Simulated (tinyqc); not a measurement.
Limits of the phonon part: Bloch-Grueneisen resistivity of a metal. Computed by tinyqc, a small Python program. Command: `OMP_NUM_THREADS=1 python tinyqc.py 3010970 3010971 out.jsonl bg walk`. One thread of a shared host (Intel(R) Xeon(R) Processor @ 2.30GHz), about 0.01 s of CPU time with the checks.

Electrons scatter from a Debye spectrum of phonons (n = 5 for scattering within one band, n = 3 for scattering into a second, heavy band) and from static defects.

Inputs (values chosen for the exercise, modelled on molybdenum):
```
quantity,value,unit
exponent n,5,-
Debye temperature Theta,369,K
transport coupling lambda_tr,0.34,-
Drude plasma energy hbar w_p,8.2,eV
residual resistivity rho_0,10,microohm cm
coefficient A of T^2,6.3,picoohm cm/K^2
```

Addition: T^2 term.

Constants: k_B = 1.380649e-23 J/K; hbar = 1.054571817e-34 J s; eps_0 = 8.8541878128e-12 F/m; hbar = 6.582119569e-16 eV s.

Method:
- J_n(y) = int_0^y x^n e^x/(e^x - 1)^2 dx, by 96 Gauss-Legendre points (upper limit at most 60).
- rho_ph = (n - 1) rho_1 (T/Theta)^n J_n(Theta/T), with rho_1 = 2 pi lambda_tr k_B Theta/(hbar eps_0 w_p^2), the high-temperature line at T = Theta.
- rho = rho_0 + A T^2 + rho_ph.
- Low T: (n - 1) n! zeta(n) rho_1 (T/Theta)^n. High T: rho_1 (T/Theta) [1 - (n - 1)/(12 (n + 1)) (Theta/T)^2].

Resistivities (microohm cm):
```
T (K),rho_ph,low-T law,straight line,line with correction,total rho
11,8.7997e-05,8.7997e-05,0.224,-,10.001
18,1.0324e-03,1.0324e-03,0.366,-,10.003
30,1.3062e-02,1.3277e-02,0.611,-,10.019
44,7.6346e-02,9.0109e-02,0.896,-,10.089
74,4.8695e-01,1.2125e+00,1.506,-,10.521
130,1.7454e+00,2.0287e+01,2.646,1.462,11.852
180,2.9269e+00,1.0324e+02,3.663,2.808,13.131
300,5.6204e+00,1.3277e+03,6.106,5.593,16.187
440,8.6143e+00,9.0109e+03,8.955,8.605,19.834
740,1.4855e+01,1.2125e+05,15.061,14.853,28.305
```

What does the comparison show, and why?

The low-T law holds to 10 % up to 30 K, the straight line from 300 K on. The local exponent of rho_ph falls from 5.00 to 1.05. Phonons overtake the residual resistivity between 440 and 740 K. The T^2 term exceeds rho_ph up to 18 K among these rows.

Extremes, crossings and ranges named in words are read from the listed rows.
